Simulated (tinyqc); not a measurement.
In-plane mass from two subband densities.

Inverse problem. At zero temperature each occupied subband holds N_k = D (EF - E_k), D = md m0 q/(pi hbar^2) per eV. Two subbands are occupied. Find md, EF - E1 and EF - E2.

Constants: q = 1.602176634e-19 C, hbar = 1.054571817e-34 J s, m0 = 9.1093837015e-31 kg. Results are converted to the units shown.

N1, N2 (cm^-2): [2.7330145e12, 2.1e11]
E2 - E1 = 29.9 meV

Solution. N1 - N2 = D (E2 - E1) gives D and so md; each N_k/D is a distance to EF.

md = 0.202 m0
EF - E1 = 32.4 meV
EF - E2 = 2.49 meV

Program tinyqc, `OMP_NUM_THREADS=1 python tinyqc.py 2140124 2140125 out.jsonl`; Intel Xeon 2.30GHz, shared host, one thread, about 0.3 s.
